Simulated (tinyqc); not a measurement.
Kinetic Monte Carlo and master equation for a particle on a ring of sites with traps and bias. From one set of inputs to another, one input at a time. Computed by tinyqc, a small Python program. Command: `OMP_NUM_THREADS=1 python tinyqc.py 3022098 3022099 out.jsonl kmc ladder`. One thread of a shared host (Intel(R) Xeon(R) Processor @ 2.30GHz), about 0.01 s of CPU time with the checks.

6 sites on a ring, numbered 1 to 6. The saddle between i and i+1 lies at E0 + s b_i and site i at s eps_i; a force F tilts the landscape, with the saddle half-way.

The inputs printed are set A. Inputs not listed in the table keep their values of set A, so the rows need not describe a real material.

Inputs (values chosen for the exercise, for a model defect):
```
quantity                          value         unit
reference barrier E0               0.73           eV
scale factor s of the disorder        1            -
attempt frequency nu                  3          THz
temperature T                       500            K
site spacing a                      3.7     angstrom
force F along the ring          0.00029  eV/angstrom
```

Disorder: random barriers.

site energies eps_i (eV): 0  0  0  0  0  0

saddle shifts b_i between sites i and i+1 (eV): 0.021  -0.023  -0.044  0.035  0.037  -0.016

Constants: k_B = 8.617333262e-05 eV/K.

Method:
- Rates: k(i to i+1) = nu exp(-(E0 + s b_i - s eps_i - F a/2)/(k_B T)), k(i to i-1) = nu exp(-(E0 + s b_(i-1) - s eps_i + F a/2)/(k_B T)).
- Share right = k right/(k right + k left); mean stay = 1/(k right + k left).
- Master equation dP/dt = W P, W_(i+1,i) = k right, W_(i-1,i) = k left, columns summing to zero. The steady state is its null vector; drift v = a sum P_i (k right - k left). D = a^2 lambda''(0)/2, where lambda(q) is the leading eigenvalue of W with right hops weighted by exp(q) and left hops by exp(-q).
- The slowest relaxation rate is minus the real part of the next eigenvalue of W. 1 angstrom = 1e-8 cm.

Each row keeps all changes above it:
```
input moved                              from     to  drift velocity v (cm/s)  diffusivity D (cm^2/s)  slowest relaxation rate (1/s)
set A                                       -      -               9.2314e-05              1.3718e-10                     8.0526e+04
temperature T (K)                         500    390               8.6099e-07              9.9822e-13                     5.8591e+02
site spacing a (angstrom)                 3.7    3.9               9.5659e-07              1.1091e-12                     5.8602e+02
force F along the ring (eV/angstrom)  0.00029  0.022               9.3941e-05              3.1161e-12                     2.0387e+03
reference barrier E0 (eV)                0.73   0.54               2.6800e-02              8.8897e-10                     5.8162e+05
attempt frequency nu (THz)                  3    6.8               6.0746e-02              2.0150e-09                     1.3183e+06
```

Drift velocity v goes from 9.23e-5 to 0.0607, a factor 658 in all. The largest single move comes from reference barrier E0 (a factor 285), and temperature T works against it (a factor 0.00933). Diffusivity D goes from 1.37e-10 to 2.02e-9, a factor 14.7 in all. The largest single move comes from reference barrier E0 (a factor 285), and temperature T works against it (a factor 0.00728). Slowest relaxation rate goes from 80500 to 1.32e6, a factor 16.4 in all. The largest single move comes from reference barrier E0 (a factor 285), and temperature T works against it (a factor 0.00728). The single moves hold for this order of the switches; the total does not depend on the order.

Extremes, crossings and ranges named in words are read from the listed rows.
